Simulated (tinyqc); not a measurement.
Deformation potentials from a strained empirical pseudopotential: one step. Xu of the L valleys and d.

Inputs chosen for the exercise (out of a larger set: near those of Si; not measured data): h = 0.004 (size of the test strain).

L [111], L [1-1-1] (eV): 2.0904200  1.9648352

valence levels (eV): -0.0510678  0.0255339  0.0255339

Question. For the tensor strain exy = eyz = ezx = h: E(L [111]) - E(L [1-1-1]) = (8/3) Xu h, and E(single valence level) - E(pair) = 3 sqrt(3) d h. Find Xu and d.

Give: Xu (L); d.

Answer.

Xu (L) = 11.77 eV
d = -3.69 eV

tinyqc: `OMP_NUM_THREADS=1 python tinyqc.py 1850639 1850640 out.jsonl`; about 0.2 s, one thread, shared Intel(R) Xeon(R) Processor @ 2.30GHz.
